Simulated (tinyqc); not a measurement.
Schottky barrier on an n-type semiconductor with a surface-enhanced doping, non-linear Poisson equation by Newton steps: one step of the calculation.

One dimension, metal at x = 0, donor density C(x) = Nd + N0 exp(-x/Ls). Energies are counted from the electron Fermi level of the semiconductor and the conduction-band edge is Ec = -psi, so n = Nc exp(psi/Vt); holes follow the Fermi level of the metal, at -V, so p = Nv exp((V - psi - Eg)/Vt). Ends: psi(0) = V - phiB and psi = Vt ln(Nd/Nc) deep inside. Boltzmann statistics, full ionisation, no current, no image force in the Poisson equation.

Problem. Densities, residual and Jacobian diagonal. n_i = Nc exp(psi_i/Vt), p_i = Nv exp((V - psi_i - Eg)/Vt), rho_i = p_i - n_i + C_i, g_i = (n_i + p_i)/Vt. Box widths w_i = (h_(i-1) + h_i)/2 in cm. Residual F_i = a_i (psi_(i+1) - psi_i) - a_(i-1) (psi_i - psi_(i-1)) + q rho_i w_i; Jacobian: a_(i-1) and a_i beside the diagonal, b_i = -a_(i-1) - a_i - q g_i w_i on it. The two end nodes are fixed.

Values chosen for this exercise; band and dielectric values close to those of gallium phosphide:
- T = 300 K (temperature)
- Eg = 2.22 eV (band gap)
- Nc = 1.78e19 cm^-3 (conduction-band density of states at T)
- Nv = 1.89e19 cm^-3 (valence-band density of states at T)
- V = 0 V (bias of the metal against the semiconductor)

Constants: q = 1.602176634e-19 C, kB = 1.380649e-23 J/K, Vt = kB T/q. Results are converted to the units shown.

| node | x (nm) | psi after iteration 1 (V) | donor density C (cm^-3) |
|---|---|---|---|
| 0 | 0 | -1.4400000 | 1.72e18 |
| 1 | 22 | -1.2554601 | 1.0925007e18 |
| 2 | 48.4 | -1.1761765 | 6.9846341e17 |
| 3 | 80 | -1.0919882 | 4.8110645e17 |
| 4 | 118 | -0.9957837 | 3.7768737e17 |
| 5 | 163 | -0.8850807 | 3.3709562e17 |
| 6 | 218 | -0.7524658 | 3.2386645e17 |
| 7 | 283 | -0.5984064 | 3.2066736e17 |
| 8 | 361 | -0.4170176 | 3.2008106e17 |
| 9 | 455 | -0.2056388 | 3.2000639e17 |
| 10 | 567 | -0.1038897 | 3.2000031e17 |

| interval | coupling a_i (F/cm^2) |
|---|---|
| 0 | 4.5075865e-7 |
| 1 | 3.7563221e-7 |
| 2 | 3.1381931e-7 |
| 3 | 2.6096554e-7 |
| 4 | 2.2037090e-7 |
| 5 | 1.8030346e-7 |
| 6 | 1.5256447e-7 |
| 7 | 1.2713706e-7 |
| 8 | 1.0549671e-7 |
| 9 | 8.8541878e-8 |

Wanted: n; p; residual F; diagonal b.

Solution.

| node | n (cm^-3) | p (cm^-3) |
|---|---|---|
| 0 | 1.147e-5 | 1.489e6 |
| 1 | 0.01444 | 1183 |
| 2 | 0.3101 | 55.08 |
| 3 | 8.051 | 2.122 |
| 4 | 332.7 | 0.05135 |
| 5 | 2.408e4 | 7.093e-4 |
| 6 | 4.070e6 | 4.197e-6 |
| 7 | 1.576e9 | 1.084e-8 |
| 8 | 1.757e12 | 9.721e-12 |
| 9 | 6.249e15 | 2.733e-15 |
| 10 | 3.200e17 | 5.338e-17 |

| node | residual F (1e-7 C/cm^2) | diagonal b (F/cm^2) |
|---|---|---|
| 1 | 3.702 | -8.264e-7 |
| 2 | 3.212 | -6.895e-7 |
| 3 | 2.669 | -5.748e-7 |
| 4 | 2.504 | -4.813e-7 |
| 5 | 2.696 | -4.007e-7 |
| 6 | 3.109 | -3.329e-7 |
| 7 | 3.669 | -2.797e-7 |
| 8 | 4.403 | -2.327e-7 |
| 9 | 5.045 | -5.930e-7 |

Program tinyqc, `OMP_NUM_THREADS=1 python tinyqc.py 2020074 2020075 out.jsonl`; Intel Xeon 2.30GHz, shared host, one thread, about 0.1 s.
